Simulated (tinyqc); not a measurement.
Inside a calculation. Model: interdiffusion in a binary couple: Darken equations, Kirkendall shift and Boltzmann-Matano analysis. Computed by tinyqc, a small Python program that keeps every step. Command: `OMP_NUM_THREADS=1 python tinyqc.py 3005929 3005930 out.jsonl darken walk`. One thread of a shared host (Intel(R) Xeon(R) Processor @ 2.30GHz), about 0.01 s of CPU time with the checks. Intermediate numbers are printed to about 6 digits and carried at full precision; extremes and crossings named in words are read from the listed rows.

x is the mole fraction of B; the molar volume is constant, and the two halves are long enough to count as infinite.

Inputs (values chosen for the exercise, for a model alloy A-B): tracer diffusivity D*_A(0) = 2.5e-15 m^2/s; tracer diffusivity D*_B(0) = 9.5e-16 m^2/s; slope k of ln D* with x = -0.11; regular-solution parameter W = -0.096 eV; temperature T = 1440 K; left composition x_L = 0.16; right composition x_R = 0.63; time t = 11000 s; composition x for the local step = 0.33.

Vacancy-wind correction: Manning, fcc.

Constants: k_B = 8.617333262e-05 eV/K.

## Diffusivities at one composition

D*_i(x) = D*_i(0) exp(k x); thermodynamic factor Phi = 1 - 2 W x (1 - x)/(k_B T); with f0 = 0.7815, M0 = 2 f0/(1 - f0), den = M0 ((1 - x) D*_A + x D*_B): D_A = D*_A Phi [1 + 2 (1 - x)(D*_A - D*_B)/den], D_B = D*_B Phi [1 - 2 x (D*_A - D*_B)/den]; interdiffusion D~ = x D_A + (1 - x) D_B.

thermodynamic factor Phi = 1.34210

intrinsic D_A = 3.70810e-15 m^2/s

intrinsic D_B = 1.14112e-15 m^2/s

interdiffusion coefficient D~ at the local x = 1.98822e-15 m^2/s

A negative W (tendency to order or compound) speeds mixing: Phi is above 1.

## Composition profile

With lambda = z/sqrt(t), the profile solves d/dlambda (D~ dx/dlambda) + (lambda/2) dx/dlambda = 0 with x = x_L and x_R far to the left and right; z = 0 is the original interface. It is solved as a boundary-value problem in y = lambda/sqrt(D~ at the mean composition) on -12 < y < 12 (collocation, tolerance 1e-8). The last column is the error-function profile for a constant D~ taken at the mean composition.

D~ at the mean composition = 2.16044e-15 m^2/s

Profile at time t:
```
y       z (um)         x  dx/dz (1/um)  x for constant D~
-3.0  -14.6248  0.163749     0.0018897           0.167965
-2.0   -9.7498  0.190354     0.0106881           0.196965
-1.5   -7.3124  0.225156     0.0179384           0.227878
-1.0   -4.8749  0.276923     0.0241311           0.272683
-0.5   -2.4375  0.340145     0.0271367           0.330063
0.0     0.0000  0.406372     0.0266829           0.395000
0.5     2.4375  0.468112     0.0236385           0.459937
1.0     4.8749  0.520416     0.0191237           0.517317
1.5     7.3124  0.560983     0.0141645           0.562122
2.0     9.7498  0.589779     0.0095799           0.593035
3.0    14.6248  0.619391     0.0032849           0.622035
```

At the original interface x = 0.4064, against the mean 0.3950. D~ is 1.75 times as large at x_R as at x_L, so the profile is flatter and reaches further on the right.

## Boltzmann-Matano quantities at composition x

Read from the profile: the position z(x), the area -int_(x_L)^x z dx and the slope.

position z(x) = -2.81275 um

area -int z dx from x_L to the local x = 1.17713 um

slope dx/dz at the local x = 0.0269115 1/um

## Boltzmann-Matano diffusivity

D~(x) = area/(2 t slope), with z counted from the original interface (the Matano plane); 1 um^2 = 1e-12 m^2.

D~ from the profile = 1.98822e-15 m^2/s

It returns the value of D~ 1.9882e-15 m^2/s that went in.

## Kirkendall markers

Lattice planes move with v = (D_B - D_A) dx/dz; markers from the original interface stay at one composition, where z_K = 2 t v.

marker position z_K = -1.55668 um

composition at the markers = 0.364168

number of solutions = 1

The markers move towards the A-rich side, the side that loses atoms of the faster species (A); vacancies flow the same way and may condense there as voids.

Checks made by the program: mass balance about the original interface (Matano plane at z = 0) (relative difference below 1e-10); Boltzmann-Matano against the Darken value (relative difference 3e-07).
